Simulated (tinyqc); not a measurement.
From results back to parameters: two electrons on one impurity (helium-like model). Three cases, with inputs chosen for the exercise.

Problem. With equal orbitals the first electron is bound by Ha* Z^2/2 and the second by Ha* [(Z - 5/16)^2 - Z^2/2]. Both were computed from hidden Z and Ha*.

Case 1.

binding of the first and second electron (meV): 119.4278  50.6168

Case 2.

binding of the first and second electron (meV): 59.1003  34.9985

Case 3.

binding of the first and second electron (meV): 67.4706  39.0307

Find: (Z - 5/16)/Z; Z; Ha*.

Solution. The sum of the two over twice the first is ((Z - 5/16)/Z)^2.

Case 1.

(Z - 5/16)/Z = 0.8438
Z = 2.00
Ha* = 59.7 meV

Case 2.

(Z - 5/16)/Z = 0.8922
Z = 2.90
Ha* = 14.1 meV

Case 3.

(Z - 5/16)/Z = 0.8884
Z = 2.80
Ha* = 17.2 meV

Computed by tinyqc, one run a case: `OMP_NUM_THREADS=1 python tinyqc.py N N+1 out.jsonl` with N = 1252382, 1252491, 1252506; one thread of a shared Intel(R) Xeon(R) Processor @ 2.30GHz, about 0.04 s a run at most.
